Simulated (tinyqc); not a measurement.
Conduction-band offset of an n-N heterojunction from carrier-profile moments: two steps of the calculation.

Layer 1 (x < 0) accumulates electrons and layer 2 (x > 0) is depleted. Boltzmann statistics. The bands bend down by V1 in layer 1 and up by V2 in layer 2, with V1 + V2 = VD = dE + Vt ln[(N2/Nc2)/(N1/Nc1)].

Values chosen for this exercise; values of the order of III-V alloys:
- T = 200 K (temperature)
- eps_r = 11.6 (relative permittivity of both layers)
- Nc1 = 3.1e17 cm^-3 (density of states of the narrow-gap layer 1)
- Nc2 = 1.3e18 cm^-3 (density of states of the wide-gap layer 2)
- dE = 0.2 eV (conduction-band offset)
- N1 = 3.4e15 cm^-3 (donor density in layer 1)
- N2 = 2e16 cm^-3 (donor density in layer 2)
- si = -1.3e10 cm^-2 (fixed charge at the interface)

Constants: q = 1.602176634e-19 C, kB = 1.380649e-23 J/K, Vt = kB T/q, eps0 = 8.8541878128e-14 F/cm where lengths are in cm. Results are converted to the units shown.

Problem 1. Division of the diffusion potential. Sheet densities from the first integral: Q1 = sqrt((2 eps0 eps_r Vt N1/q)(exp(u1) - u1 - 1)) extra electrons, Q2 = sqrt((2 eps0 eps_r Vt N2/q)(exp(-u2) + u2 - 1)) missing ones, u = V/Vt; neutrality Q1 = Q2 + si. Q1 - Q2 rises steadily with V1, so V1 follows by bisection.

Wanted: VD; V1; V2; Q1; n at x = 0-; n at x = 0+.

Solution 1.

VD = 0.20583 V
V1 = 0.064108 V
V2 = 0.14172 V
Q1 = 1.6567e11 cm^-2
n at x = 0- = 1.4026e17 cm^-3
n at x = 0+ = 5.3670e12 cm^-3

n drops across the interface by 26100 = (Nc1/Nc2) exp(dE/Vt).

Problem 2. Offset from the moments. A C-V profile smears n(x) but keeps its zeroth and first moments: si = -int (N - n) dx, VD = (q/(eps0 eps_r)) int (N - n) x dx, dE = VD - Vt ln[(N2/Nc2)/(N1/Nc1)]. Use the trapezoidal rule on each side.

```
left point  -x (nm)  n in layer 1 (cm^-3)
0                 0            1.40258e17
1              1.32            1.16241e17
2              7.99            5.62287e16
3              22.9            2.16909e16
4              48.5            9.55733e15
5              86.6            5.51384e15
6               139            4.08452e15
7               208            3.58687e15
8               294            3.44020e15
9               399            3.40633e15
```

```
right point  x (nm)  n in layer 2 (cm^-3)
0                 0            5.36701e12
1              14.6            4.69237e13
2              35.9            5.57191e14
3              60.9            3.72581e15
4              88.5            1.07691e16
5               118            1.65468e16
6               150            1.90299e16
7               183            1.97558e16
8               218            1.99446e16
9               254            1.99880e16
```

Wanted: si; VD; dE.

Solution 2.

si = 3.962e9 cm^-2
VD = 0.2052 V
dE = 0.1993 eV

On these few points dE comes out -0.68 meV from the true 0.2 eV, and si misses by 1.7e10 cm^-2, 10 % of Q1.

Computed by the program tinyqc: `OMP_NUM_THREADS=1 python tinyqc.py 2410080 2410081 out.jsonl`, one thread of a shared Intel Xeon 2.30GHz, about 0.1 s for the whole run.
